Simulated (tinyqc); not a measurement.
Worked calculation: FCI on RHF in the 6-311g basis, for H-, spin multiplicity 1. The basis has no diffuse functions, so it cannot describe the extra electron: this is an exercise in the method, not the real anion. One step of it, computed by the program tinyqc.

Problem. FCI: determinants and Hamiltonian. Slater-Condon rules over spin orbitals, with the nuclear repulsion added and E(HF) subtracted on the diagonal.

one-electron integrals over orbitals h = C^T H C (hartree):
$$\begin{pmatrix}
-0.462958 & -0.131518 & 0.034441 \\
-0.131518 & 0.000966 & 0.148299 \\
0.034441 & 0.148299 & 1.874628
\end{pmatrix}$$

Two-electron integrals over orbitals (pq|rs), unique and non-zero (hartree):
```
(11|11) 0.459245    (21|11) 0.131518    (21|21) 0.102796    (22|11) 0.420424
(22|21) 0.120042    (22|22) 0.396446    (31|11) -0.034441   (31|21) -0.050137
(31|22) -0.050440   (31|31) 0.077965    (32|11) -0.099218   (32|21) -0.084884
(32|22) -0.101309   (32|31) 0.082157    (32|32) 0.106288    (33|11) 0.585452
(33|21) 0.253060    (33|22) 0.554751    (33|31) -0.175866   (33|32) -0.271735
(33|33) 1.026164
```

nuclear repulsion = 0 hartree

Hartree-Fock energy = -0.46667188 hartree

Give: determinants; H - E(HF) between determinants.

Solution.

Occupation strings over the orbitals (2 doubly, a alpha, b beta, 0 empty; spin orbitals ordered 1a 1b 2a 2b ...): 200 ab0 a0b ba0 b0a 020 0ab 0ba 002

H - E(HF) between determinants (hartree):
```
         200      ab0      a0b      ba0      b0a      020      0ab      0ba
200   0.0000   0.0000   0.0000   0.0000   0.0000   0.1028  -0.0501   0.0501
ab0   0.0000   0.4251   0.0491  -0.1028   0.0501  -0.0115  -0.0849   0.0160
a0b   0.0000   0.0491   2.4638   0.0501  -0.0780  -0.0849   0.1215  -0.0822
ba0   0.0000  -0.1028   0.0501   0.4251   0.0491   0.0115   0.0160  -0.0849
b0a   0.0000   0.0501  -0.0780   0.0491   2.4638   0.0849  -0.0822   0.1215
020   0.1028  -0.0115  -0.0849   0.0115   0.0849   0.8650   0.0470  -0.0470
0ab  -0.0501  -0.0849   0.1215   0.0160  -0.0822   0.0470   2.8970  -0.1063
0ba   0.0501   0.0160  -0.0822  -0.0849   0.1215  -0.0470  -0.1063   2.8970
002   0.0780   0.0822  -0.1414  -0.0822   0.1414   0.1063  -0.1234   0.1234

         002
200   0.0780
ab0   0.0822
a0b  -0.1414
ba0  -0.0822
b0a   0.1414
020   0.1063
0ab  -0.1234
0ba   0.1234
002   5.2421
```
